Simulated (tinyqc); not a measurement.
Pariser-Parr-Pople SCF with singles CI, for the molecule C=CC1=CC=CC=CC=C1 (SMILES; centres numbered as the heavy atoms are written), step by step. One step of it, computed by the program tinyqc.

Problem. PPP integrals. Ohno: gamma = 14.399645/sqrt(R^2 + a^2), a = 2 x 14.399645/(gamma_rr + gamma_ss); H_rr = -W_r - sum_(s != r) z_s gamma_rs; H_rs = beta for bonds.

Centres (angstrom, eV; a flat drawing with bonds scaled to 1.40 angstrom):

| centre | x | y | core charge z | W | gamma_rr |
|---|---|---|---|---|---|
| 1C | -3.362000 | 0.462000 | 1 | 11.160000 | 11.130000 |
| 2C | -2.445000 | -0.596000 | 1 | 11.160000 | 11.130000 |
| 3C | -1.070000 | -0.330000 | 1 | 11.160000 | 11.130000 |
| 4C | -0.299000 | -1.499000 | 1 | 11.160000 | 11.130000 |
| 5C | 1.073000 | -1.779000 | 1 | 11.160000 | 11.130000 |
| 6C | 2.241000 | -1.008000 | 1 | 11.160000 | 11.130000 |
| 7C | 2.522000 | 0.364000 | 1 | 11.160000 | 11.130000 |
| 8C | 1.751000 | 1.532000 | 1 | 11.160000 | 11.130000 |
| 9C | 0.379000 | 1.813000 | 1 | 11.160000 | 11.130000 |
| 10C | -0.789000 | 1.041000 | 1 | 11.160000 | 11.130000 |

Resonance integrals (eV):

| i | j | beta |
|---|---|---|
| 1 | 2 | -2.390000 |
| 2 | 3 | -2.390000 |
| 3 | 4 | -2.390000 |
| 4 | 5 | -2.390000 |
| 5 | 6 | -2.390000 |
| 6 | 7 | -2.390000 |
| 7 | 8 | -2.390000 |
| 8 | 9 | -2.390000 |
| 9 | 10 | -2.390000 |
| 10 | 3 | -2.390000 |

Give: repulsion gamma_rs; core matrix H.

Solution.

repulsion gamma_rs (eV):
```
          1C       2C       3C       4C       5C       6C       7C       8C
1C   11.1300   7.5536   5.2391   3.7303   2.8044   2.4261   2.3898   2.6757
2C    7.5536  11.1300   7.5524   5.4062   3.6635   2.9515   2.7576   2.9511
3C    5.2391   7.5524  11.1300   7.5528   4.9785   3.9790   3.7108   3.9786
4C    3.7303   5.4062   7.5528  11.1300   7.5530   4.9783   3.9781   3.7102
5C    2.8044   3.6635   4.9785   7.5530  11.1300   7.5552   4.9785   3.9790
6C    2.4261   2.9515   3.9790   4.9783   7.5552  11.1300   7.5525   4.9786
7C    2.3898   2.7576   3.7108   3.9781   4.9785   7.5525  11.1300   7.5552
8C    2.6757   2.9511   3.9786   3.7102   3.9790   4.9786   7.5552  11.1300
9C    3.4428   3.6632   4.9785   3.9780   3.7108   3.9786   4.9785   7.5525
10C   4.9019   5.4056   7.5553   4.9786   3.9795   3.7114   3.9792   4.9783

          9C      10C
1C    3.4428   4.9019
2C    3.6632   5.4056
3C    4.9785   7.5553
4C    3.9780   4.9786
5C    3.7108   3.9795
6C    3.9786   3.7114
7C    4.9785   3.9792
8C    7.5525   4.9783
9C   11.1300   7.5536
10C   7.5536  11.1300
```

core matrix H (eV):
```
           1C        2C        3C        4C        5C        6C        7C        8C
1C   -46.3236   -2.3900    0.0000    0.0000    0.0000    0.0000    0.0000    0.0000
2C    -2.3900  -53.0647   -2.3900    0.0000    0.0000    0.0000    0.0000    0.0000
3C     0.0000   -2.3900  -60.6850   -2.3900    0.0000    0.0000    0.0000    0.0000
4C     0.0000    0.0000   -2.3900  -57.0254   -2.3900    0.0000    0.0000    0.0000
5C     0.0000    0.0000    0.0000   -2.3900  -54.3624   -2.3900    0.0000    0.0000
6C     0.0000    0.0000    0.0000    0.0000   -2.3900  -53.2712   -2.3900    0.0000
7C     0.0000    0.0000    0.0000    0.0000    0.0000   -2.3900  -53.0403   -2.3900
8C     0.0000    0.0000    0.0000    0.0000    0.0000    0.0000   -2.3900  -53.5192
9C     0.0000    0.0000    0.0000    0.0000    0.0000    0.0000    0.0000   -2.3900
10C    0.0000    0.0000   -2.3900    0.0000    0.0000    0.0000    0.0000    0.0000

           9C       10C
1C     0.0000    0.0000
2C     0.0000    0.0000
3C     0.0000   -2.3900
4C     0.0000    0.0000
5C     0.0000    0.0000
6C     0.0000    0.0000
7C     0.0000    0.0000
8C    -2.3900    0.0000
9C   -54.9965   -2.3900
10C   -2.3900  -58.2035
```
